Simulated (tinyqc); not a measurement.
# Exponent and activation energy from three stresses

Problem. Oxide breakdown follows t63 = a V^(-n) exp(Ea q/(kB T)). Find n, Ea and the E-model slope gamma = n/E (cm/MV) at the higher voltage, E = V/tox.

Values chosen for this exercise:
- tox = 1.8 nm (oxide thickness)

Constants: q = 1.602176634e-19 C, kB = 1.380649e-23 J/K. Results are converted to the units shown.

t63 at (2.25 V, 398 K), (2.98 V, 398 K) and (2.98 V, 423 K) (s): 2.6804252e6  21.847236  8.6152102

Answer. The two voltages give n and the two temperatures Ea.

n = 41.70
Ea = 0.5400 eV
gamma = 2.519 cm/MV

Computed by the program tinyqc: `OMP_NUM_THREADS=1 python tinyqc.py 2070052 2070053 out.jsonl`, one thread of a shared Intel Xeon 2.30GHz, about 0.01 s for the whole run.
